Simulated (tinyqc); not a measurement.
Inside a calculation. Model: charge control and current of a heterostructure field-effect transistor. Computed by tinyqc, a small Python program that keeps every step. Command: `OMP_NUM_THREADS=1 python tinyqc.py 3003995 3003996 out.jsonl hemt walk`. One thread of a shared host (Intel(R) Xeon(R) Processor @ 2.30GHz), about 0.01 s of CPU time with the checks. Intermediate numbers are printed to about 6 digits and carried at full precision; extremes and crossings named in words are read from the listed rows.

Two subbands in a triangular well; E_F is counted from the conduction band edge of the channel at the interface.

Inputs (values chosen for the exercise, modelled on AlGaN/GaN):
```
quantity                                value        unit
channel mass m                            0.2         m_0
permittivity eps (barrier and channel)   9.57           -
barrier thickness d                       8.2          nm
Schottky barrier phi_B                    1.4          eV
conduction band offset dE_c               0.5          eV
polarisation charge sigma/e             2e+13      1/cm^2
gate voltage V_G                            0           V
mobility mu                              1500  cm^2/(V s)
saturation velocity v_s                   1.1    1e7 cm/s
gate length L                              57          nm
source resistance R_S                    0.12      ohm mm
temperature T                             300           K
mixing                                    0.5           -
iteration cap                             200           -
```

Charge source: polarisation. Velocity law: two-piece.

Constants: e = 1.602176634e-19 C; eps_0 = 8.8541878128e-12 F/m; k_B = 8.617333262e-05 eV/K; hbar = 1.054571817e-34 J s; m_0 = 9.1093837015e-31 kg; k_B = 1.380649e-23 J/K.

## Threshold and barrier capacitance

Threshold V_T = phi_B - dE_c - sigma d/(eps eps_0) (in volts); C_b = eps eps_0/d.

threshold voltage V_T = -2.20094 V

barrier capacitance C_b = 1.03335 microfarad/cm^2

The device is normally on.

## First iteration

Charge control: n_s = C_b (V_G - V_T - E_F/e)/e. Well: mean field F = e n_s/(2 eps eps_0), E_i = (hbar^2/2m)^(1/3) [(3 pi e F/2)(i + 3/4)]^(2/3), i = 0, 1; n_s = D k_B T sum_i ln(1 + exp((E_F - E_i)/k_B T)), D = m/(pi hbar^2), which is solved in closed form for E_F. Iteration from n_s = C_b (V_G - V_T)/(2e): E_F from n_s, n_out from the charge control, n_new = n_s + mixing (n_out - n_s), kept above n_s/10; stop when |n_out/n_s - 1| < 1e-9.

starting n_s = 7.09766e+12 1/cm^2

E_0 = 220.456 meV

E_1 = 387.829 meV

E_F = 303.418 meV

n_out = 1.22384e+13 1/cm^2

## Sheet density

The formulas are those given above.

Course of the iteration:
```
iteration  n_s (1/cm^2)  E_F (meV)  |n_out/n_s - 1|
1           7.09766e+12    303.418      7.24283e-01
2           9.66801e+12    385.559      2.11065e-01
3           1.06883e+13    416.676      7.66812e-02
4           1.10981e+13    428.988      2.97702e-02
5           1.12633e+13    433.923      1.18409e-02
6           1.13300e+13    435.910      4.75412e-03
7           1.13569e+13    436.712      1.91593e-03
...                 ...        ...              ...
17          1.13752e+13    437.256      2.21649e-07
18          1.13752e+13    437.256      8.95506e-08
19          1.13752e+13    437.256      3.61802e-08
20          1.13752e+13    437.256      1.46175e-08
21          1.13752e+13    437.256      5.90576e-09
22          1.13752e+13    437.256      2.38604e-09
23          1.13752e+13    437.256      9.64008e-10
```

sheet density n_s = 1.13752e+13 1/cm^2

Converged in 23 iterations.

## Levels and gate capacitance

C_g = e dn_s/dV_G = 1/(1/C_b + 1/C_q), 1/C_q = d(E_F/e)/d(e n_s) by a central difference of +/- 0.1 % in n_s; added distance dd = eps eps_0/C_q.

E_0 = 301.915 meV

E_1 = 531.131 meV

E_F = 437.256 meV

share in the second subband = 0.496285 %

gate capacitance C_g = 0.866932 microfarad/cm^2

added distance dd = 1.57408 nm

C_g is 84 % of C_b: the finite density of states and the rise of E_0 act as 1.6 nm of extra barrier.

## Saturation current

With V = e n_s/C_g and V_c = v_s L/mu: for v = mu F up to v_s, I/W = C_g v_s V_c (sqrt(1 + (V/V_c)^2) - 1) and V_Dsat = V + V_c - sqrt(V^2 + V_c^2); g_m = dI/dV; extrinsic g_m/(1 + g_m R_S); f_T = g_m/(2 pi C_g L).

V = 2.10224 V

V_c = 0.0418 V

V_Dsat = 0.0413845 V

saturation current I/W = 1965.29 mA/mm

intrinsic g_m = 953.436 mS/mm

extrinsic g_m = 855.551 mS/mm

intrinsic f_T = 307.080 GHz

V/V_c = 50.29: velocity saturation rules; I is 98 % of e n_s v_s = 2000 mA/mm.

## Gate length

The formulas are those given above.

Scaling; the last columns are v_s/(2 pi L) and mu V/(2 pi L^2):
```
L (nm)  I/W (mA/mm)  g_m (mS/mm)  extrinsic g_m (mS/mm)    f_T (GHz)  velocity limit (GHz)  mobility limit (GHz)
30          1983.88      953.573                855.661  5.83536e+02               583.568           5.57638e+04
60          1963.23      953.416                855.534  2.91720e+02               291.784           1.39409e+04
120         1922.59      952.790                855.031  1.45764e+02               145.892           3.48523e+03
250         1837.53      950.019                852.798  6.97634e+01                70.028           8.02998e+02
500         1685.35      939.442                844.266  3.44934e+01                35.014           2.00750e+02
1000        1423.90      900.414                812.611  1.65302e+01                17.507           5.01874e+01
2000        1045.78      782.096                714.993  7.17902e+00                 8.754           1.25468e+01
5000         533.94      474.322                448.778  1.74156e+00                 3.501           2.00750e+00
```

f_T scales as L^-1.00 at the short end and L^-1.55 at the long end; the two limits cross at L = mu V/v_s = 2870 nm. g_m tends to C_g v_s = 954 mS/mm, and R_S cuts it by 10 % at the shortest gate. Fringe capacitances and short-channel effects, left out, lower f_T once L is below about ten barrier thicknesses.

Checks made by the program: iterated density against a bracketing root search (relative difference 8e-10).
